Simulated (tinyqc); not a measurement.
Interface roughness in a thin film (subband fluctuation and scattering): one step. The angular integrand. Three cases, with inputs chosen for the exercise.

Task: kF, qs, and exp(-q^2 Lc^2/4)(1 - cos theta) without and with the factor 1/eps^2 at theta = 30, 60, ..., 180 degrees.

Gaussian roughness spectrum S(q) = pi D^2 Lc^2 exp(-q^2 Lc^2/4). Degenerate gas, taken to fill one subband (the second starts to fill once c kF^2/md exceeds E2 - E1, which is not tested here): kF = sqrt(2 pi Ns/gv), q = 2 kF sin(theta/2), 1/tau = (md/(2 pi c hbar)) G^2 times the integral from 0 to pi of S(q)(1 - cos theta)/eps(q)^2 dtheta, eps(q) = 1 + qs/q with screening (qs = gv md q0/(c eps), q0 = e^2/(4 pi eps0), form factors left out, which overstates the screening; other scattering is left out too, so these values lie far above measured mobilities in all but the thinnest films) or 1 without; mobility = tau c2/md with c2 = e/m0 = 1.75882e15 cm^2/(V s^2); 1e12/cm^2 = 1e-4/angstrom^2.

Constants: hbar^2/2m0 = 3.80998211 eV angstrom^2; e^2/(4 pi eps0) = 14.39964547 eV angstrom.

Case 1.

Values chosen (near those of a thin Si channel on (100), two-fold valleys; the results hold for these values, not for the real material): md = 0.191 m0 (mass in the plane); gv = 2 (valleys); Lc = 28 angstrom (correlation length); Ns = 10 x 1e12/cm^2 (sheet density); eps = 7.4 (mean dielectric constant at the channel).

Case 2.

Values chosen (near those of a thin InGaAs channel; the results hold for these values, not for the real material): md = 0.044 m0 (mass in the plane); gv = 1 (valleys); Lc = 42 angstrom (correlation length); Ns = 1.8 x 1e12/cm^2 (sheet density); eps = 10.7 (mean dielectric constant at the channel).

Case 3.

Values chosen (near those of a thin Ge channel on (111), one valley; the results hold for these values, not for the real material): md = 0.084 m0 (mass in the plane); gv = 1 (valleys); Lc = 44 angstrom (correlation length); Ns = 2 x 1e12/cm^2 (sheet density); eps = 12.4 (mean dielectric constant at the channel).

Give: kF; qs; Integrand.

Result:

Case 1.

kF = 0.05605 1/angstrom
qs = 0.1951 1/angstrom

Integrand:
```
theta  q (1/angstrom)   bare  eps(q)  screened
30             0.0290  0.114    7.72   0.00190
60             0.0560  0.270    4.48    0.0135
90             0.0793  0.292    3.46    0.0244
120            0.0971  0.237    3.01    0.0261
150            0.1083  0.187    2.80    0.0239
180            0.1121  0.170    2.74    0.0227
```

kF Lc = 1.57: the spectrum cuts off large angles, and the bare integrand is largest at 90 degrees among these rows.

Case 2.

kF = 0.03363 1/angstrom
qs = 0.0155 1/angstrom

Integrand:
```
theta  q (1/angstrom)   bare  eps(q)  screened
30             0.0174  0.117    1.89    0.0327
60             0.0336  0.304    1.46     0.142
90             0.0476  0.369    1.33     0.210
120            0.0582  0.336    1.27     0.209
150            0.0650  0.290    1.24     0.189
180            0.0673  0.272    1.23     0.179
```

kF Lc = 1.41: the spectrum cuts off large angles, and the bare integrand is largest at 90 degrees among these rows.

Case 3.

kF = 0.03545 1/angstrom
qs = 0.0256 1/angstrom

Integrand:
```
theta  q (1/angstrom)   bare  eps(q)  screened
30             0.0183  0.114    2.40    0.0198
60             0.0354  0.272    1.72    0.0918
90             0.0501  0.296    1.51     0.130
120            0.0614  0.242    1.42     0.120
150            0.0685  0.193    1.37     0.102
180            0.0709  0.176    1.36    0.0948
```

kF Lc = 1.56: the spectrum cuts off large angles, and the bare integrand is largest at 90 degrees among these rows.

Computed by tinyqc, one run a case: `OMP_NUM_THREADS=1 python tinyqc.py N N+1 out.jsonl` with N = 1251851, 1251963, 1252096; one thread of a shared Intel(R) Xeon(R) Processor @ 2.30GHz, about 0.01 s a run at most.
